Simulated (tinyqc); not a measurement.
# Worked calculation: n-type polysilicon, carrier trapping at grain boundaries

tinyqc, about 0.01 s, one thread, Intel Xeon 2.30GHz (shared host): `OMP_NUM_THREADS=1 python tinyqc.py 2830283 2830284 out.jsonl` Printed values are rounded.

One-dimensional grains of size Lg, uniform ionised doping N, monovalent traps Qt at each boundary at a depth Et below (for electrons) or above (for holes) the band edge there, abrupt depletion of width W on each side of a boundary, Boltzmann statistics. xi is the distance from the band edge at the grain centre to the Fermi level. Trapped charge Qt/(1 + exp((xi + VB - Et)/Vt)) = 2 N W, barrier VB = q N W^2/(2 eps0 eps_r).

Values chosen for this exercise; values of the order met in polycrystalline silicon: temperature T = 300 K; relative permittivity eps_r = 11.7; conduction-band density of states at T NB = 2.8e19 cm^-3; grain size Lg = 75 nm; trap density of a grain boundary Qt = 5.9e11 cm^-2; depth of the trap level from the majority band edge at the boundary Et = 0.36 eV; mass for thermionic emission ms = 0.26 m0; correction factor of the emission rate fe = 1; mobility inside the grains mug = 92 cm^2/(V s); doping N = 3.4e17 cm^-3.

Constants: q = 1.602176634e-19 C, kB = 1.380649e-23 J/K, m0 = 9.1093837015e-31 kg, Vt = kB T/q, eps0 = 8.8541878128e-14 F/cm where lengths are in cm. Results are converted to the units shown.

Range of the model: VB is below Vt, where abrupt depletion and thermionic emission are rough.

## Starting value

W = 8.7 nm.

W at the start = 8.7 nm

## Iteration 1: new W

Partly depleted grain, xi = Vt ln(NB/N): f = 1/(1 + exp((xi + VB - Et)/Vt)), g = Qt f - 2 N W, g' = -2 Qt f (1 - f) VB/(W Vt) - 2 N, W(new) = W - g/g'.

VB = 0.01990047 V
f = 0.9998407
g = -1.693981e9 cm^-2
g' = -6.801663e10 cm^-2/nm
W after iteration 1 = 8.675095 nm

## Iteration 2: new W

As before.

VB = 0.01978669 V
f = 0.9998414
g = -1501.159 cm^-2
g' = -6.801651e10 cm^-2/nm
W after iteration 2 = 8.675095 nm

## Course of the iteration

Stop when the step is below 1e-10 nm, or after 40 iterations.

Course of the iteration:
```
iteration	W before the step (nm)	step (nm)
1	8.7	-0.0249
2	8.675095	-2.21e-8
3	8.675095	0
```

Converged in 3 iterations.

## Depletion width, Fermi level and barrier

If the trap equation with xi = Vt ln(NB/N) has a root W < Lg/2, the grain is partly depleted; otherwise W = Lg/2 and the trap equation gives xi = Et - VB + Vt ln(Qt/(N Lg) - 1). N* = Qt/Lg.

N* = 7.866667e16 cm^-3
W = 8.675095 nm
xi = 0.1140335 V
VB = 0.01978669 V
share of traps filled = 0.9998414

N is 4.32 N*, and the grain is partly depleted; VB = 0.765 Vt.

## Resistivity and effective mobility

n0 = NB exp(-xi/Vt); mean density n0 (1 - 2 W/Lg) by charge balance in a partly depleted grain, and n0 (sqrt(pi)/2) erf(u)/u with u = sqrt(VB/Vt) in a fully depleted one; v = sqrt(kB T/(2 pi ms m0)); barrier resistivity Vt exp(VB/Vt)/(q fe n0 v Lg); grain resistivity (1 - 2 W/Lg)/(q n0 mug); effective mobility 1/(q mean density total resistivity).

n0 = 3.4e17 cm^-3
mean density = 2.613458e17 cm^-3
v = 5.275713e6 cm/s
barrier resistivity = 0.02578482 ohm cm
grain resistivity = 0.1533767 ohm cm
resistivity = 0.1791616 ohm cm
effective mobility = 133.2997 cm^2/(V s)

The resistivity is 0.898 times that of a single crystal with the same N and mobility mug, and the mean density is 76.9 % of N. The effective mobility exceeds mug only because drift through the depleted grain is left out.
